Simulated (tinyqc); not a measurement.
Band offset from the macroscopic average of a supercell potential: sweeps and comparisons. A value that a table varies takes the place of the one given here.

A model of the planar-averaged electrostatic energy of an electron in a periodic cell of N1 periods of A (L1 = N1 n1 h) and N2 periods of B (L2 = N2 n2 h), on z_j = j h: V(z) = f VA + (1 - f) VB + F t(z), VA = V1[0] + V1[1] cos(2 pi z/(n1 h)) + V1[2] cos(4 pi z/(n1 h)), VB the same with V2, n2 and z - L1. f = [tanh(z/w) - tanh((z - L1)/w) + tanh((z - L1 - L2)/w)]/2 + 1/2; t(z) = z - L1/2 in A and (L1/L2)(L1 + L2/2 - z) beyond, so that the cell is periodic.

Running mean over n points, periodic: for odd n the plain mean of the n points centred on j; for even n the n + 1 points with half weight at both ends. The macroscopic average applies the mean over n1 points and then over n2 points.

dEv = Ev(A) - Ev(B) = Ev1 - (dV + Ev2); dEc = Ec(B) - Ec(A) = Eg2 - Eg1 - dEv. The correction of a gap, c = Eg[1] - Eg[0], lowers the valence top by fv c and leaves dV, a ground-state quantity, as it is. Type I: dEv and dEc of one sign; II: opposite signs; III: no overlap of the gaps.

Inputs chosen for the exercise (gaps near those of Si and HfO2; shifted at random, so the results belong to these values and not to a real crystal): h = 0.35 angstrom (grid step); n1 = 7 (grid points per period of A); n2 = 6 (grid points per period of B); V1 = (-11.32, 1.71, -0.64) eV (mean and two harmonics of the potential in A); V2 = (-8.55, 4.37, 0.62) eV (the same in B); w = 0.43 angstrom (width of the interfaces); N1 = 4 (periods of A); N2 = 4 (periods of B); F = 0 eV/angstrom (slope in A from opposite charges on the two interfaces); Ev1 = 7.13 eV (valence top of bulk A above its mean potential); Eg1 = (0.6, 1.15) eV (gap of A: semi-local value, corrected value); Ev2 = 1.94 eV (valence top of bulk B above its mean potential); Eg2 = (4.13, 6.01) eV (gap of B: semi-local value, corrected value).

## How thick the regions must be

N1 = N2 = N, no slope (F = 0); dV is read at j = floor(N n1/2) and N n1 + floor(N n2/2). The exact value is V2[0] - V1[0].

Results:
```
N  L1 (angstrom)  dV (eV)  error (meV)
1           2.45   0.7847     -1985.33
2           4.90   2.5539      -216.13
3           7.35   2.7697        -0.32
4           9.80   2.7700        -0.02
5          12.25   2.7700         0.00
6          14.70   2.7700         0.00
```

The error is below 10 meV from N = 3 on. The two windows together span 4.55 angstrom and must fit between the interface tails, which fall as exp(-2 z/w); the errors at N = 2, 3 and 4 are -216.13, -0.32 and -0.02 meV.

## The choice of windows

dV read at j = 14 and 40 after means over the numbers of points listed; ripple is the spread over the five points around each.

Results:
```
windows  dV (eV)  ripple in A (meV)  ripple in B (meV)
none       6.690               1012               7485
7 only     2.234                  0                804
6 only     2.447                440                  0
8 only     2.232                330               1171
8, 7       2.893                  0                184
7, 6       2.770                  0                  0
```

Which rows can be used, and how does a wrong window show?

The last row matches both periods and lies 0 meV from the value of a thick cell, V2[0] - V1[0] = 2.770 eV. Against it the raw potential errs by +3.92 eV. No other row is within 20 meV of it. A window one point too long leaves a ripple of 330 meV in A, against 0 meV in the last row: the ripple is the sign to look for. Rows to use, with under 30 meV of ripple in both regions once the tilt is taken off: 7, 6. A row with a large ripple can hit the right value only by chance.

## Where the gap correction goes

dV = B - A = 2.7700 eV

fv1 and fv2 are varied.

Offsets (eV):
```
fv1  fv2    dEv    dEc
0.0  0.0  2.420  2.440
0.5  0.5  3.085  1.775
1.0  1.0  3.750  1.110
0.0  1.0  4.300  0.560
1.0  0.0  1.870  2.990
0.3  0.7  3.571  1.289
```

dEv + dEc = 4.860 eV in every row, but dEv alone spans 2.43 eV, the sum of the two corrections. A scissor on the conduction bands alone (first row) keeps the semi-local dEv; with equal shares fv the shift is fv times the difference of the corrections, +1.33 eV, against their sum of 2.43 eV: with like shares the error cancels only in part.

Computed by tinyqc, a small Python program: `OMP_NUM_THREADS=1 python tinyqc.py 1850645 1850646 out.jsonl` (the numbers bound the seed that draws the inputs); one thread of a shared host (Intel(R) Xeon(R) Processor @ 2.30GHz), about 0.01 s for the whole set of steps.
